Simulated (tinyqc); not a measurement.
## Octagonal on-chip spiral inductor, lumped pi model: effect of the line width

Outer diameter do = di + 2 n wd + 2 (n - 1) sp, mean da = (do + di)/2, fill p = (do - di)/(do + di), length l = 3.314 n da. L = 2.25 mu0 n^2 da/(1 + 3.55 p), mu0 = 4 pi 1e-7 H/m. Rs = rho l/(wd delta (1 - exp(-th/delta))), delta = sqrt(rho/(pi f mu0)). Cs = n wd^2 eps0 eo/hu across the coil. At each end Cox = l wd eps0 eo/(2 ho) leads to the substrate branch Rsi = 2 rs he/(l wd) in parallel with Csi = l wd eps0 11.7/(2 he). With one end grounded Y = 1/(Rs + i w L) + i w Cs + 1/[1/(i w Cox) + 1/(1/Rsi + i w Csi)], w = 2 pi f; Q = -Im Y/Re Y. Eddy currents in neighbouring turns and in the substrate are left out.

Peak Q and its frequency from a search over f; self-resonance where Im Y = 0; Q at the given f (negative beyond resonance).

Values chosen for this exercise; values of the order met in silicon radio-frequency processes:
- n = 2.5 (number of turns)
- sp = 3 um (space between turns)
- di = 60 um (inner diameter)
- th = 3.4 um (metal thickness)
- rho = 2.2 uohm cm (metal resistivity)
- ho = 3.6 um (oxide below the coil)
- hu = 1.2 um (oxide between coil and underpass)
- eo = 3 (relative permittivity of the oxide)
- rs = 20 ohm cm (substrate resistivity)
- he = 30 um (effective spreading depth in the substrate)
- f = 3.1 GHz (frequency)

Constants: eps0 = 8.8541878128e-12 F/m. Results are converted to the units shown.

Effect of the line width:
```
wd (um),L (nH),do (um),peak Q,f of the peak (GHz),self-resonance (GHz),Q at f
2,0.8269,79.00,10.28,49.91,139.3,3.132
4,0.7786,89.00,13.23,28.45,92.56,5.477
6,0.7510,99.00,14.64,19.64,71.19,7.377
9,0.7315,114.0,15.69,13.08,53.38,9.716
13,0.7281,134.0,16.29,8.716,40.00,12.20
18,0.7429,159.0,16.60,5.874,30.19,14.55
25,0.7812,194.0,16.86,3.855,22.11,16.54
```

Read the table: what changes, and by how much?

As wd goes from 2 to 25, L goes from 0.827 through a minimum of 0.728 (at wd = 13 among the rows listed) to 0.781 nH, the peak Q rises from 10.3 to 16.9, its frequency falls from 49.9 to 3.86 GHz and the self-resonance falls from 139 to 22.1 GHz.

Program tinyqc, `OMP_NUM_THREADS=1 python tinyqc.py 2302126 2302127 out.jsonl`; Intel Xeon 2.30GHz, shared host, one thread, about 0.01 s.
